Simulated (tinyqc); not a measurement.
Inside a calculation. Model: shallow acceptor in the spherical model (Baldereschi-Lipari), strong spin-orbit limit. Computed by tinyqc, a small Python program that keeps every step. Command: `OMP_NUM_THREADS=1 python tinyqc.py 3012975 3012976 out.jsonl acceptor walk`. One thread of a shared host (Intel(R) Xeon(R) Processor @ 2.30GHz), about 0.01 s of CPU time with the checks. Intermediate numbers are printed to about 6 digits and carried at full precision; extremes and crossings named in words are read from the listed rows.

The 1S(3/2) state has an s envelope f(r) and a d envelope g(r). In effective units they obey -(f'' + 2f'/r + 2f/r) + mu (g'' + 5g'/r + 3g/r^2) = E f and -(g'' + 2g'/r - 6g/r^2 + 2g/r) + mu (f'' - f'/r) = E g. The cubic term, the split-off band and the central cell are left out.

Inputs (values chosen for the exercise, modelled on CdTe): Luttinger gamma_1 = 4.21; Luttinger gamma_2 = 1.09; Luttinger gamma_3 = 1.65; dielectric constant eps = 10.2; functions per channel n = 2; smallest exponent zeta_1 = 1.1 1/a*; ratio beta of exponents = 2.

Constants: Ry = 13.605693123 eV; a_0 = 0.529177210903 angstrom.

## Effective units and couplings

Ry* = Ry/(gamma_1 eps^2), a* = a_0 eps gamma_1, mu = (6 gamma_3 + 4 gamma_2)/(5 gamma_1), delta = (gamma_3 - gamma_2)/gamma_1; spherical masses 1/(gamma_1 (1 - mu)) (heavy) and 1/(gamma_1 (1 + mu)) (light).

Ry* = 31.0626 meV

a* = 22.7239 angstrom

mu = 0.677435

delta = 0.133017

heavy-hole mass = 0.736377 m_0

light-hole mass = 0.141603 m_0

## Matrices in a small basis

zeta_i = zeta_1 beta^(i-1), i = 1..n, in both channels. Basis: f_i = exp(-zeta_i r), g_i = r exp(-zeta_i r), weight r^2 dr, s = zeta_i + zeta_j. S_ff = 2/s^3, H_ff = zeta_i zeta_j S_ff - 2/s^2; S_gg = 24/s^5, H_gg = 8/s^3 + 24 zeta_i zeta_j/s^5 - 12/s^4; H(f_i, g_j) = mu (6 zeta_i^2/s^4 + 2 zeta_i/s^3); S_fg = 0. Each function is normalised by sqrt(S_ii).

H (Ry*), rows f1, f2, g1, g2:
$$\begin{pmatrix}
-0.99 & -0.737486 & 1.18313 & 1.58644 \\
-0.737486 & 0.44 & 2.37966 & 4.73252 \\
1.18313 & 2.37966 & 1.72333 & 3.27772 \\
1.58644 & 4.73252 & 3.27772 & 9.09333
\end{pmatrix}$$

S, rows f1, f2, g1, g2:
$$\begin{pmatrix}
1.00000 & 0.83805 & 0.00000 & 0.00000 \\
0.83805 & 1.00000 & 0.00000 & 0.00000 \\
0.00000 & 0.00000 & 1.00000 & 0.74494 \\
0.00000 & 0.00000 & 0.74494 & 1.00000
\end{pmatrix}$$

## Lowest level in the small basis

H c = E S c with c^T S c = 1 and the largest component positive; the d weight is the part of the norm in g.

E = -1.74588 Ry*

coefficients: f1 0.193429, f2 0.723150, g1 -0.243947, g2 -0.241007

d weight = 0.205188

## Converged levels

Large basis: zeta_i = 0.08 x 1.55^(i-1), i = 1..20 in each channel; overlap eigenvalues below 1e-11 are dropped. Binding energies are -E Ry*; the mass that fits is E(1S) eps^2/Ry.

1S(3/2) binding in Ry* = 1.75696

1S(3/2) binding energy = 54.5758 meV

2S(3/2) binding energy = 15.8359 meV

d weight of 1S(3/2) = 0.207994

Hydrogenic mass that fits = 0.417330 m_0

The small basis recovers 99.4 % of the binding. The ratio 2S/1S is 0.290 against the hydrogenic 0.25. The fitted mass is 57 % of the heavy-hole mass.

## One mass for the acceptor?

Hydrogenic binding Ry m/eps^2; the density-of-states mass is (m_H^(3/2) + m_L^(3/2))^(2/3); errors are against the large basis.

1S binding energy:
```
mass                     value (m_0)  binding (meV)  error (%)
light hole                  0.141603         18.518   -66.0693
1/gamma_1                   0.237530         31.063   -43.0835
mean of heavy and light     0.438990         57.408     5.1901
heavy hole                  0.736377         96.299    76.4495
density of states           0.777213        101.639    86.2345
```

The coupled result, 54.58 meV, lies between the 1/gamma_1 value (no coupling) and the heavy-hole value; the closest single rule here is "mean of heavy and light", off by +5.2 %.

## Binding against mu

The formulas are those given above.

1S(3/2):
```
mu    binding (Ry*)  d weight  binding x (1 - mu)
0.10        1.00907  0.004236            0.908167
0.20        1.03742  0.017022            0.829937
0.41        1.18118  0.072920            0.696899
0.50        1.29854  0.109789            0.649270
0.68        1.76759  0.209684            0.565630
0.80        2.58020  0.298280            0.516040
0.90        4.76833  0.388180            0.476833
0.95        9.14465  0.440016            0.457233
```

The binding grows from 1.009 to 9.14 Ry*, slowly at first (second order in mu), while the d weight rises to 0.44. The last column, the binding in units of the heavy-hole Rydberg, falls to 0.457, towards about 0.44 as mu tends to 1.

Checks made by the program: mu = 0 against hydrogen, 1 and 1/4 (relative difference 4e-06); the coupling element from the adjoint operator (relative difference below 1e-10).
